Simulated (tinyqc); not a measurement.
Worked calculation: sheet resistance of a shallow doped layer with concentration-dependent mobility and limited activation. Computed by tinyqc, a small Python program that keeps every step. Command: `OMP_NUM_THREADS=1 python tinyqc.py 3004663 3004664 out.jsonl irvin walk`. One thread of a shared host (Intel(R) Xeon(R) Processor @ 2.30GHz), about 0.02 s of CPU time with the checks. Intermediate numbers are printed to about 7 digits and carried at full precision; extremes and crossings named in words are read from the listed rows.

A layer of one dopant lies in a background of the opposite type. Current flows parallel to the surface down to the junction; depletion is ignored.

Inputs (values chosen for the exercise, modelled on antimony in silicon):
```
quantity                          value        unit
surface concentration C_s       8.1e+19      1/cm^3
length l                             25          nm
tail abruptness                       6   nm/decade
background C_B                  6.1e+17      1/cm^3
mobility floor mu_min              57.4  cm^2/(V s)
mobility mu_max                    1370  cm^2/(V s)
reference density N_r          8.81e+16      1/cm^3
exponent alpha                     0.71           -
prefactor of the active limit   3.4e+21      1/cm^3
energy of the active limit        0.564          eV
anneal temperature T               1050           C
```

Profile: box with exponential tail.

Constants: k_B = 8.617333262e-05 eV/K; e = 1.602176634e-19 C.

## Active limit and depths

C(x) = C_s for x < l and C_s 10^(-(x - l)/abruptness) beyond. Temperatures in kelvin are T(C) + 273.15. Active limit C_a = prefactor x exp(-energy/(k_B T)); the junction lies where C = C_B, and the profile exceeds C_a down to x_a (zero if C_s is below C_a). Slope at the junction in nm per decade = ln(10) C/|dC/dx|.

active limit C_a = 2.416827e+19 1/cm^3

junction depth x_j = 37.73893 nm

depth x_a = 28.15144 nm

abruptness at the junction = 6 nm/decade

## Local values

Active density N = min(C, C_a); carriers n = N - C_B; mobility mu = mu_min + (mu_max - mu_min)/(1 + ((N + C_B)/N_r)^alpha). Conductivity e n mu. Depths are 0, 0.2, 0.4, 0.6, 0.8 and 0.95 of x_j.

Along the depth:
```
x (nm)      C (1/cm^3)    N (1/cm^3)  mu (cm^2/(V s))  conductivity (S/cm)
0.00000   8.100000e+19  2.416827e+19          80.9192             305.4256
7.54779   8.100000e+19  2.416827e+19          80.9192             305.4256
15.09557  8.100000e+19  2.416827e+19          80.9192             305.4256
22.64336  8.100000e+19  2.416827e+19          80.9192             305.4256
30.19114  1.104827e+19  1.104827e+19          97.0669             162.3342
35.85198  1.258406e+18  1.258406e+18         192.0803              19.9545
```

## Sheet resistance

Integrals from 0 to x_j, where C = C_B (Gauss-Legendre, 60 points on each smooth piece; 1 nm = 1e-7 cm): dose int C dx, carriers int n dx, mean mobility int n mu dx/int n dx, R_s = 1/(e int n mu dx).

chemical dose = 2.234478e+14 1/cm^2

sheet carrier density = 7.187382e+13 1/cm^2

mean mobility = 82.51004 cm^2/(V s)

sheet resistance R_s = 1052.476 ohm/square

carriers per dopant atom = 0.3216583

product R_s x_j = 39719.31 ohm nm

A box at the active limit as deep as x_j would give 868 ohm/square, the least this anneal allows at that depth. Clipping at C_a leaves 68 % of the dose without carriers (compensation included).

## Raising the surface concentration at fixed length

The last column drops the active limit.

Layers:
```
C_s (1/cm^3)  x_j (nm)  dose (1/cm^2)  mean mu (cm^2/(V s))  R_s (ohm/square)  R_s if all active
1.00e+19      32.28802   2.744682e+13              101.7347          2408.063           2408.063
3.00e+19      35.15075   8.265835e+13               82.6575          1147.986            976.784
1.00e+20      38.28802   2.758987e+14               82.4819          1034.221            339.323
2.00e+20      40.09420   5.519564e+14               82.3960           978.400            178.755
5.00e+20      42.48184   1.380129e+15               82.2960           913.241             74.678
1.00e+21      44.28802   2.760418e+15               82.2289           869.439             38.086
2.00e+21      46.09420   5.520994e+15               82.1680           829.647             19.285
```

R_s falls as C_s^-0.67 between the first rows and as C_s^-0.07 between the last. Below C_a = 2.4e19 the exponent is set by the mobility, which drops from 102 towards mu_min, and by compensation. Above C_a extra dose only widens the clipped region: in the last row R_s is 43.02 times the fully active value. Caution: in rows with more than about 2e20 active atoms per cm^3 measured mobilities fall further than this form.

Checks made by the program: sheet conductance against adaptive quadrature (relative difference below 1e-10).
